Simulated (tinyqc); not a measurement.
Worked calculation: gated graphene: carriers, quantum capacitance and optical conductivity. Values are carried at full precision from step to step, so a last printed digit may differ when a step is redone from the rounded ones.

Cones E = +/- hv |k|, four flavours, D(E) = 2|E|/(pi hv^2). n = (2/pi)(kT/hv)^2 F_1(mu/kT), p = (2/pi)(kT/hv)^2 F_1(-mu/kT), in 1/angstrom^2 (1e16 for 1/cm^2); F_1(eta) = integral_0^infinity x dx/(1 + exp(x - eta)). Cq/e^2 = d(n - p)/d mu = (2 kT/(pi hv^2)) ln(2 + 2 cosh(mu/kT)).

Gate: V = mu/e + e (n - p)/Cox with Cox/e^2 = k/(4 pi e2 t), t in angstrom, e2 = e^2/(4 pi eps0); 1/(eV angstrom^2) in C/e^2 equals 1602.176634 microfarad/cm^2; total 1/C = 1/Cox + 1/Cq.

Constants: kB = 8.617333262e-05 eV/K; e^2/(4 pi eps0) = 14.39964547 eV angstrom; fine-structure constant alpha = 0.007297352564.

Values chosen for the exercise (Fermi velocity near that of graphene, gate dielectric near SiO2; shifted at random, so the results belong to these values and not to a real crystal): hv = 6.07 eV angstrom (hbar vF); T = 77 K; k = 3.74 (dielectric constant of the gate layer); t = 285 nm (its thickness); V = -114.17 V (gate voltage from the neutrality point); E = 0.318 eV (photon energy); Gm = 20 meV (intraband damping).

## Chemical potential at the gate voltage

Solve the gate equation for mu.

Cox = 0.01162 microfarad/cm^2
mu = -0.3089 eV
n = 0 1/cm^2
p = 8.26e+12 1/cm^2

mu takes 0.3 % of the gate voltage; the zero-temperature rule |mu| = hv sqrt(pi |n - p|) gives 0.3092 eV.

## Quantum capacitance

1/(eV angstrom^2) in C/e^2 equals 1602.176634 microfarad/cm^2; 1/C = 1/Cox + 1/Cq.

Cq = 8.552 microfarad/cm^2
C = 0.01160 microfarad/cm^2
Cq at mu = 0 = 0.2546 microfarad/cm^2

C is 0.999 of Cox.

## Optical conductivity at one energy

Conductivity over sigma0 = e^2/(4 hbar): interband Re = sinh(E/2kT)/(cosh(mu/kT) + cosh(E/2kT)); intraband Re = (8 kT/pi) ln(2 cosh(mu/2kT)) Gm/(E^2 + Gm^2). A free sheet absorbs about pi alpha_f Re(sigma/sigma0), alpha_f the fine-structure constant (alpha among the constants).

Evaluate both parts and the absorption.

interband = 0.0000
intraband = 0.0775
absorption = 0.178 %

E is below 2|mu| = 0.6179 eV; at this temperature interband transitions are mostly Pauli blocked; the universal value is pi alpha_f = 2.293 %.

## Checks

- Cq/e^2 against the finite difference of n - p (1/(eV angstrom^2)): both 0.005338.

Run: tinyqc, `OMP_NUM_THREADS=1 python tinyqc.py 1651603 1651604 out.jsonl`; Intel(R) Xeon(R) Processor @ 2.30GHz, one thread, shared host; about 0.01 s of CPU time with all checks.
